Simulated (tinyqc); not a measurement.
What each parameter does: linear model of a band gap against the share of exact exchange.

E(alpha) = E0 + S alpha. A wider gap screens less, modelled in the Penn form eps(alpha) = 1 + (e0 - 1)(EP/(EP + S alpha))^2 with a scale EP chosen for the exercise. A dielectric-dependent hybrid takes alpha = 1/eps.

Inputs chosen for the exercise (of the order of those of MgO; the results hold for these values, not for the real material): E0 = 4.61 eV (gap of the semi-local functional); S = 9.49 eV (slope dE/d(alpha)); e0 = 3.3 (optical dielectric constant at alpha = 0); EP = 24.1 eV (energy scale of the screening).

Fixed point alpha = 1/eps(alpha), gap and eps there.

One parameter was then changed.

Results before and after:

| case | alpha | E (eV) | eps |
|---|---|---|---|
| base | 0.3621 | 8.046 | 2.762 |
| changed | 0.3621 | 7.585 | 2.762 |

Which of these changes was made? (a) EP = 21.69 eV; (b) S = 10.439 eV; (c) e0 = 2.97; (d) E0 = 4.149 eV.
Answer: (d) E0 = 4.149 eV. Of the candidates, run in turn, only this one gives the changed row.

All candidates:

| case | alpha | E (eV) | eps |
|---|---|---|---|
| base | 0.3621 | 8.046 | 2.762 |
| E0 = 4.149 eV | 0.3621 | 7.585 | 2.762 |
| S = 10.439 eV | 0.3690 | 8.462 | 2.710 |
| e0 = 2.97 | 0.4057 | 8.461 | 2.465 |
| EP = 21.69 eV | 0.3698 | 8.120 | 2.704 |

Run: tinyqc, `OMP_NUM_THREADS=1 python tinyqc.py 1850698 1850699 out.jsonl`; Intel(R) Xeon(R) Processor @ 2.30GHz, one thread, shared host; about 0.01 s of CPU time with all checks.
